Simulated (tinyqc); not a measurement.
What moves the results: deformation-potential model of the X valleys of a conduction band. A value that a table varies takes the place of the one given here.

Valleys with axes along x, y and z, one whole valley each. Herring-Vogt shift of a valley with unit axis a: dE = Xd tr(e) + Xu a.e.a. Non-degenerate shares n_i = exp(-dE_i/kT)/sum_j exp(-dE_j/kT). Inverse mass tensor of a valley: (1 - a a)/mt + a a/ml; the masses are taken as independent of strain.

s11 = (C11 + C12)/((C11 - C12)(C11 + 2 C12)), s12 = -C12/((C11 - C12)(C11 + 2 C12)), s44 = 1/C44; exx = s11 sxx + s12 (syy + szz) and cyclic, exy = s44 sxy/2; tension is positive. A uniaxial stress X along the unit vector n is s_ij = X n_i n_j. Biaxial (001) means sxx = syy = X.

Constants: kB = 8.617333262e-05 eV/K.

Parameters, chosen for this exercise (near those of GaP; shifted at random, so the results belong to these values and not to a real crystal):
```
symbol  value          unit  meaning
ml      2.024          m0    longitudinal mass
mt      0.244          m0    transverse mass
Xd      1.44           eV    dilation potential
Xu      6.45           eV    uniaxial potential
C11     139.6          GPa
C12     62.1           GPa
C44     70.4           GPa
load    biaxial (001)        kind of stress
T       300            K     temperature
X1      0.9            GPa   size of the stress
X       -1.25          GPa   stress
```

## Sweep of a biaxial (001) stress

m_c = 1/(u.M.u) along [001] with M = sum_i n_i (inverse mass tensor); gain against zero stress at a fixed scattering time.

Results:
```
X (GPa)  spread (meV)  lowest edge (meV)    n x    n y    n z  m_c (m0)  gain (%)
-1.50           124.8              -82.4  0.498  0.498  0.004    0.2449      41.0
-0.75            62.4              -41.2  0.479  0.479  0.043    0.2535      36.1
-0.30            25.0              -16.5  0.420  0.420  0.160    0.2839      21.6
0.00              0.0                0.0  0.333  0.333  0.333    0.3452       0.0
0.30             25.0               -8.5  0.216  0.216  0.568    0.4873     -29.2
0.75             62.4              -21.2  0.076  0.076  0.848    0.9608     -64.1
1.50            124.8              -42.4  0.008  0.008  0.984    1.8156     -81.0
```

Along [001] the gain is +41.0 % at -1.50 GPa and -81.0 % at 1.50 GPa. The slope at zero stress (from +/- 0.001 GPa), -89.0 % per GPa, carried to the ends would give +134 and -134 %; the response falls behind at both ends, as it saturates once the spread passes a few kT (kT = 25.9 meV, spread up to 125 meV).

## Gain for each load and current direction

Each load has the size X1. Gain m_c(0)/m_c - 1 in per cent from repopulation alone, m_c = 1/(u.M.u), M = sum_i n_i (inverse mass tensor); biaxial means sxx = syy.

Gain (%); + is tension, - compression:
```
load                [100]  [010]  [001]  [110]  [1-10]  [111]
uniaxial [110] (+)   21.6   21.6  -43.2   21.6    21.6    0.0
uniaxial [110] (-)  -14.2  -14.2   28.4  -14.2   -14.2    0.0
uniaxial [100] (+)   38.1  -19.1  -19.1    9.5     9.5    0.0
uniaxial [100] (-)  -70.6   35.3   35.3  -17.6   -17.6    0.0
uniaxial [111] (+)    0.0    0.0    0.0    0.0     0.0    0.0
uniaxial [111] (-)    0.0    0.0    0.0    0.0     0.0    0.0
biaxial (001) (+)    35.3   35.3  -70.6   35.3    35.3    0.0
biaxial (001) (-)   -19.1  -19.1   38.1  -19.1   -19.1    0.0
```

The largest gain is +38.1 %, for uniaxial [100] (+) with the current along [100] and biaxial (001) (-) with the current along [001]; for a [110] channel it is +35.3 %, under biaxial (001) (+). No gain or loss appears under uniaxial [111]: the valleys stay equivalent (in real silicon shear also changes the masses, which this model leaves out).

## Temperature and repopulation

The load is fixed; m_c along [001] as 1/(u.M.u).

Results:
```
T (K)  kT (meV)    n x    n y    n z  m_c (m0)
50         4.31  0.500  0.500  0.000    0.2440
77         6.64  0.500  0.500  0.000    0.2440
150       12.93  0.500  0.500  0.000    0.2440
225       19.39  0.499  0.499  0.002    0.2445
300       25.85  0.496  0.496  0.009    0.2459
400       34.47  0.488  0.488  0.024    0.2492
500       43.09  0.479  0.479  0.043    0.2535
```

The largest share falls from 0.500 at 50 K to 0.479 at 500 K (equal shares: 0.333); m_c goes from 0.2440 to 0.2535, against 0.3452 without stress. Only spread/kT enters, so the small-stress response goes as 1/T.

## What each parameter does

Spread of the valley edges, lowest edge, largest share and m_c along [001]. Each row changes one parameter from the base and keeps the others.

Results:
```
case              spread (meV)  lowest edge (meV)  largest share  m_c (m0)
base                    104.03             -68.70         0.4956    0.2459
ml = 2.429 m0           104.03             -68.70         0.4956    0.2460
mt = 0.195 m0           104.03             -68.70         0.4956    0.1966
Xd = 1.728 eV           104.03             -71.43         0.4956    0.2459
Xu = 7.74 eV            124.84             -79.71         0.4980    0.2449
C11 = 167.52 GPa         76.48             -56.26         0.4874    0.2496
C12 = 74.52 GPa         123.89             -72.39         0.4979    0.2449
C44 = 56.32 GPa         104.03             -68.70         0.4956    0.2459
X = -1 GPa               83.23             -54.96         0.4902    0.2483
T = 240 K               104.03             -68.70         0.4984    0.2447
```

The largest shifts from the base row, up to three for each result and ties (the steps differ in size, so this ranks the rows, not the parameters). spread (meV): C11 -27.55, X -20.81, Xu +20.81; unchanged at the printed digits by ml, mt, Xd, C44 and T. lowest edge (meV): X +13.74, C11 +12.44, Xu -11.01; unchanged at the printed digits by ml, mt, C44 and T. largest share: C11 -0.0082, X -0.0054, T +0.0028; unchanged at the printed digits by ml, mt, Xd and C44. m_c (m0): mt -0.0493, C11 +0.0036, X +0.0024; unchanged at the printed digits by Xd and C44. Xd moves all valleys together, so it shifts the edge and nothing else.

Program tinyqc; command `OMP_NUM_THREADS=1 python tinyqc.py 1051564 1051565 out.jsonl`; about 0.02 s on one thread of a shared Intel(R) Xeon(R) Processor @ 2.30GHz.
